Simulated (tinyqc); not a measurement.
Worked calculation: FCI on RHF in the sto-6g basis, for H2, spin multiplicity 1. One step of it, computed by the program tinyqc.

Question. FCI: roots. Diagonalise (each vector has its largest component positive (the first on a tie)); all determinants have Ms = 0, so triplets appear too. The lowest singlet root is the correlation energy.

Occupation strings over the orbitals (2 doubly, a alpha, b beta, 0 empty; spin orbitals ordered 1a 1b 2a 2b ...): 20 ab ba 02

H - E(HF) between determinants (hartree):
```
          20         ab         ba        02
20  0.000000   0.000000   0.000000  0.181386
ab  0.000000   0.770390  -0.181386  0.000000
ba  0.000000  -0.181386   0.770390  0.000000
02  0.181386   0.000000   0.000000  1.586006
```

Give: lowest roots of this matrix, relative to E(HF); lowest vectors; <S^2> of these roots; weight of the ground state by excitation level 0, 1, 2, ....

Answer.

lowest roots of this matrix, relative to E(HF) (hartree): -0.0205  0.5890  0.9518  1.6065

lowest vectors:
```
     root 1  root 2   root 3  root 4
20   0.9937  0.0000   0.0000  0.1122
ab   0.0000  0.7071   0.7071  0.0000
ba   0.0000  0.7071  -0.7071  0.0000
02  -0.1122  0.0000   0.0000  0.9937
```

<S^2> of these roots: 0.0000  2.0000  0.0000  0.0000

weight of the ground state by excitation level 0, 1, 2, ...: 0.9874  0.0000  0.0126
